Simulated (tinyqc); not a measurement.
From one set of inputs to another, one input at a time: thermal stress, cracking, delamination and buckling of a thin film; Griffith cracks and misfitting inclusions. Computed by tinyqc, a small Python program. Command: `OMP_NUM_THREADS=1 python tinyqc.py 3023680 3023681 out.jsonl filmcrack ladder`. One thread of a shared host (Intel(R) Xeon(R) Processor @ 2.30GHz), about 0.01 s of CPU time with the checks.

Isotropic linear elasticity; the substrate is much thicker than the film; stress is positive in tension.

The inputs printed are set A. Set A is modelled on an aluminium film on silicon; the values taken over come from a set modelled on a copper film on silicon. Inputs not listed in the table keep their values of set A, so the rows need not describe a real material.

Inputs (values chosen for the exercise, modelled on an aluminium film on silicon):
```
quantity,value,unit
film Young's modulus E,72.5,GPa
film Poisson ratio nu,0.34,-
film expansion alpha_f,22.5,1e-6/K
substrate expansion alpha_s,3.4,1e-6/K
deposition temperature T_d,475,K
final temperature T,300,K
intrinsic stress,180,MPa
film thickness h,0.32,micrometre
film toughness Gamma_f,4.8,J/m^2
interface toughness Gamma_i,7.6,J/m^2
substrate Young's modulus E_s,140,GPa
substrate Poisson ratio nu_s,0.28,-
inclusion radius R,1.7,micrometre
```

Inclusion: long cylinder (a filled via).

Method:
- Thermal strain = (alpha_f - alpha_s)(T_d - T); stress = E/(1 - nu) x strain + intrinsic stress; plane-strain modulus Ebar = E/(1 - nu^2); G0 = stress^2 h/(2 Ebar) is the energy freed per area when a long strip loses its stress across its width.
- Dundurs alpha = (Ebar - Ebar_s)/(Ebar + Ebar_s), with Ebar_s = E_s/(1 - nu_s^2). The channel-crack factor is taken as g = 1.258 (1 - alpha)^(-0.7), a rough interpolation chosen for the exercise (1.258 is the value for matched materials).
- Channel crack through the film: G = pi g G0, critical thickness where G = Gamma_f. Steady delamination from an edge: G = G0, critical thickness where G = Gamma_i.
- Film material fills a long cylinder of radius R in the substrate, with the misfit e = thermal strain (it wants to shrink if e > 0). With the axial strain held by the substrate, s0 = (1 + nu) e/[(1 + nu)(1 - 2 nu)/E + (1 + nu_s)/E_s]; inside s_rr = s_tt = s0 and s_zz = E e + 2 nu s0; outside s_rr = s0 (R/r)^2, s_tt = -s_rr. Keep-out radius: where |s_rr| falls to 10 MPa (R if it is lower at the wall).

Each row keeps all changes above it:
```
input moved,from,to,critical thickness for channelling (micrometre),critical thickness for delamination (micrometre),keep-out radius (micrometre)
set A,-,-,0.7988,4.1619,9.272
film Young's modulus E (GPa),72.5,115,0.5726,3.4003,10.028
film toughness Gamma_f (J/m^2),4.8,7.76,0.9257,3.4003,10.028
inclusion radius R (micrometre),1.7,3.2,0.9257,3.4003,18.877
film expansion alpha_f (1e-6/K),22.5,16.9,1.5371,5.6463,15.870
deposition temperature T_d (K),475,425,2.3945,8.7958,13.412
film Poisson ratio nu,0.34,0.35,2.3619,8.6981,13.572
film thickness h (micrometre),0.32,0.081,2.3619,8.6981,13.572
```

Critical thickness for channelling goes from 0.799 to 2.36, a factor 2.96 in all. The largest single move comes from film expansion alpha_f (a factor 1.66), and film Young's modulus E works against it (a factor 0.717). Critical thickness for delamination goes from 4.16 to 8.70, a factor 2.09 in all. The largest single move comes from film expansion alpha_f (a factor 1.66), and film Young's modulus E works against it (a factor 0.817). Keep-out radius goes from 9.27 to 13.6, a factor 1.46 in all. The largest single move comes from inclusion radius R (a factor 1.88), and film expansion alpha_f works against it (a factor 0.841). The single moves hold for this order of the switches; the total does not depend on the order.

Caution (all rows): at a stress above 0.4 % of E a ductile film would yield, and the elastic value is then an upper bound; a brittle film in tension cracks instead. Caution (all rows): plastic flow makes a ductile metal film far tougher than the brittle value used here.

Extremes, crossings and ranges named in words are read from the listed rows.
